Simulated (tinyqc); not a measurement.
Bloch-Grueneisen resistivity of a metal. From resistivity rho back to transport coupling lambda_tr. Computed by tinyqc, a small Python program. Command: `OMP_NUM_THREADS=1 python tinyqc.py 3016696 3016697 out.jsonl bg inv`. One thread of a shared host (Intel(R) Xeon(R) Processor @ 2.30GHz), about 0.01 s of CPU time with the checks.

Electrons scatter from a Debye spectrum of phonons (n = 5 for scattering within one band, n = 3 for scattering into a second, heavy band) and from static defects.

Inputs (values chosen for the exercise, modelled on tungsten):
```
quantity                      value         unit
exponent n                        3            -
Debye temperature Theta         323            K
Drude plasma energy hbar w_p    6.9           eV
residual resistivity rho_0     0.19  microohm cm
temperature T                   373            K
```

Addition: none.

Constants: k_B = 1.380649e-23 J/K; hbar = 1.054571817e-34 J s; eps_0 = 8.8541878128e-12 F/m; hbar = 6.582119569e-16 eV s; k_B = 8.617333262e-05 eV/K.

Method:
- J_n(y) = int_0^y x^n e^x/(e^x - 1)^2 dx, by 96 Gauss-Legendre points (upper limit at most 60).
- rho_ph = (n - 1) rho_1 (T/Theta)^n J_n(Theta/T), with rho_1 = 2 pi lambda_tr k_B Theta/(hbar eps_0 w_p^2), the high-temperature line at T = Theta.
- Matthiessen's rule: rho = rho_0 + rho_ph.
- Temperature coefficient (1/rho) d rho/dT by a central difference of +/- 0.5 K; residual ratio rho(295 K)/rho(4.2 K); scattering time tau = 1/(eps_0 w_p^2 rho); Wiedemann-Franz kappa = L_0 T/rho, L_0 = (pi^2/3)(k_B/e)^2.

Task: A run gave the result below. Find the transport coupling lambda_tr, known to lie between 0.11 and 0.28.

resistivity rho = 6.76012 microohm cm

Result:

Each step takes the trial c = (a f_b - b f_a)/(f_b - f_a), f being the result less the target and a, b, c the logarithms of the listed values; c replaces end b, the old b replaces a if the sign of f changed, and otherwise f_a is halved.

Scan of the range:
```
transport coupling lambda_tr  resistivity rho (microohm cm)
0.110                                               3.55302
0.129                                               4.13391
0.150                                               4.77594
0.175                                               5.54026
0.205                                               6.45745
0.240                                               7.52750
0.280                                               8.75042
```

False position (Illinois rule, in the logarithm of the input) inside the bracket:
```
step     end a     end b     trial  resistivity rho (microohm cm)
1     0.205000  0.240000  0.214347                        6.74321
2     0.240000  0.214347  0.214870                        6.75920
3     0.240000  0.214870  0.214927                        6.76094
4     0.214870  0.214927  0.214900                        6.76012
5     0.214927  0.214900  0.214900                        6.76012
```

Resistivity rho rises at every point of a 13-point scan of the range (every second point is shown), so one value fits; it is bracketed by 0.205 and 0.240. The scan shows a straight line, so linear interpolation between any two rows gives the answer at once. Answer: transport coupling lambda_tr = 0.2149.
